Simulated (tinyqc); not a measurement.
Raising U: Hubbard chain of 6 sites, mean field against exact. Computed by the program tinyqc. 

one-body matrix (hopping and site energies) (eV):
```
         1        2        3        4        5        6
1   0.0000  -0.7700   0.0000   0.0000   0.0000   0.0000
2  -0.7700   0.0000  -0.7700   0.0000   0.0000   0.0000
3   0.0000  -0.7700   0.0000  -0.7700   0.0000   0.0000
4   0.0000   0.0000  -0.7700   0.0000  -0.7700   0.0000
5   0.0000   0.0000   0.0000  -0.7700   0.0000  -0.7700
6   0.0000   0.0000   0.0000   0.0000  -0.7700   0.0000
```

electrons, up and down: 3  2

Collinear unrestricted mean field (the lowest of 40 random starts) against exact diagonalisation.

Exact and mean-field results (eV):
```
U          U/t   E exact  E mean field  mean |n_up - n_down|  double occupancy, exact  first gap in the sector
0.390    0.506  -4.66816      -4.64992                 0.167                    0.149                    0.605
0.770    1.000  -4.34603      -4.27608                 0.169                    0.133                    0.577
1.540    2.000  -3.80205      -3.54482                 0.257                    0.103                    0.507
2.310    3.000  -3.38496      -2.91297                 0.421                    0.078                    0.440
3.080    4.000  -3.06796      -2.45182                 0.569                    0.060                    0.381
4.620    6.000  -2.63818      -1.91657                 0.711                    0.036                    0.293
6.160    8.000  -2.37176      -1.68407                 0.794                    0.023                    0.235
9.240   12.000  -2.07013      -1.50539                 0.823                    0.011                    0.165
15.400  20.000  -1.80670      -1.40125                 0.830                 4.41e-03                    0.102
```

In absolute terms mean field is worst at U/t = 6.0, 0.722 eV too high: at small U it is nearly exact, and at large U it still misses the motion of the hole through a fluctuating spin background. Relative to the exact energy its error is 0.4 % at the smallest U, 29 % at most and 22 % at the largest. The double occupancy falls from 0.149 to 0.004.
